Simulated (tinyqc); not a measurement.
Effect of the position of a charge sheet.

One sheet of -2.4e12 cm^-2 lies at the depth x from the gate; it shifts Vfb by -(q/eps0) Q s, with s = x/e2 in layer 2 and t2/e2 + (x - t2)/e1 in layer 1, and it induces the share s/(t1/e1 + t2/e2) of its image in the semiconductor.

Inputs (values chosen for the exercise): thickness of layer 1, next to the semiconductor t1 = 1.3 nm; relative permittivity of layer 1 e1 = 3.91; thickness of layer 2, next to the gate t2 = 4.5 nm; relative permittivity of layer 2 e2 = 9.25.

Constants: q = 1.602176634e-19 C, eps0 = 8.8541878128e-14 F/cm where lengths are in cm. Results are converted to the units shown.

Result of one run:

| shift (mV) | image in the semiconductor (%) |
|---|---|
| 33.804 | 9.5044 |

Which depth of the sheet x gave this result: 0.72, 2.17, 2.9, 3.62 or 5.8 nm?

x = 0.72 nm.

The whole series:

| x (nm) | shift (mV) | image in the semiconductor (%) |
|---|---|---|
| 0 | 0 | 0 |
| 0.72 | 33.804 | 9.5044 |
| 1.45 | 68.077 | 19.141 |
| 2.17 | 101.88 | 28.645 |
| 2.9 | 136.15 | 38.282 |
| 3.62 | 169.96 | 47.786 |
| 4.35 | 204.23 | 57.422 |
| 5.08 | 275.69 | 77.515 |
| 5.8 | 355.66 | 100.00 |

The shift grows from 0 at the gate to 356 mV at the semiconductor, by 46.9 mV/nm in layer 2 and 111 mV/nm in layer 1, the ratio of the permittivities. A sheet between the layers has 59.4 % of its full effect.

Program tinyqc, `OMP_NUM_THREADS=1 python tinyqc.py 2010091 2010092 out.jsonl`; Intel Xeon 2.30GHz, shared host, one thread, about 0.01 s.
